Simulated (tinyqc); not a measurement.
From results back to parameters: direct gap of a germanium-like layer under biaxial tension. Three cases, with inputs chosen for the exercise.

Problem. A (001) layer under biaxial tension e_par has ezz = -2 (C12/C11) e_par, Ec = Eg + ac tr(e), E(HH) = -P - Q and E(LH) = -P + (Q - Dso + sqrt(Dso^2 + 2 Dso Q + 9 Q^2))/2 with P = -av tr(e), Q = -b (e_par - ezz). The transition from the light-hole edge is given.

Case 1.

Values chosen (near those of Ge, gaps at low temperature; not measured data): Eg = 0.911 eV (gap at Gamma to the s-like level); Dso = 0.29 eV (spin-orbit splitting); ac = -8.18 eV (conduction deformation potential); av = 1.24 eV (valence hydrostatic potential); b = -2.51 eV (tetragonal shear potential); C11 = 127.8 GPa; C12 = 48.2 GPa.

Ec - E(LH) = 0.573893 eV

Case 2.

Values chosen (near those of Ge, gaps at low temperature; not measured data): Eg = 0.904 eV (gap at Gamma to the s-like level); Dso = 0.295 eV (spin-orbit splitting); ac = -8.08 eV (conduction deformation potential); av = 1.22 eV (valence hydrostatic potential); b = -2.58 eV (tetragonal shear potential); C11 = 127.2 GPa; C12 = 48.9 GPa.

Ec - E(LH) = 0.771601 eV

Case 3.

Values chosen (near those of Ge, gaps at low temperature; not measured data): Eg = 0.901 eV (gap at Gamma to the s-like level); Dso = 0.294 eV (spin-orbit splitting); ac = -8.39 eV (conduction deformation potential); av = 1.25 eV (valence hydrostatic potential); b = -2.57 eV (tetragonal shear potential); C11 = 130.4 GPa; C12 = 48 GPa.

Ec - E(LH) = 0.778592 eV

Find: e_par; Ec - E(HH).

Solution. Ec - E(LH) falls steadily with tension, so bisection between 0 and 4 % gives the only root; then Ec - E(HH) = Eg + (ac - av) tr(e) + Q.

Case 1.

e_par = 1.880 %
Ec - E(HH) = 0.7732 eV

Case 2.

e_par = 0.780 %
Ec - E(HH) = 0.8503 eV

Case 3.

e_par = 0.700 %
Ec - E(HH) = 0.8470 eV

Computed by tinyqc, one run a case: `OMP_NUM_THREADS=1 python tinyqc.py N N+1 out.jsonl` with N = 1050354, 1050363, 1050394; one thread of a shared Intel(R) Xeon(R) Processor @ 2.30GHz, about 0.01 s a run at most.
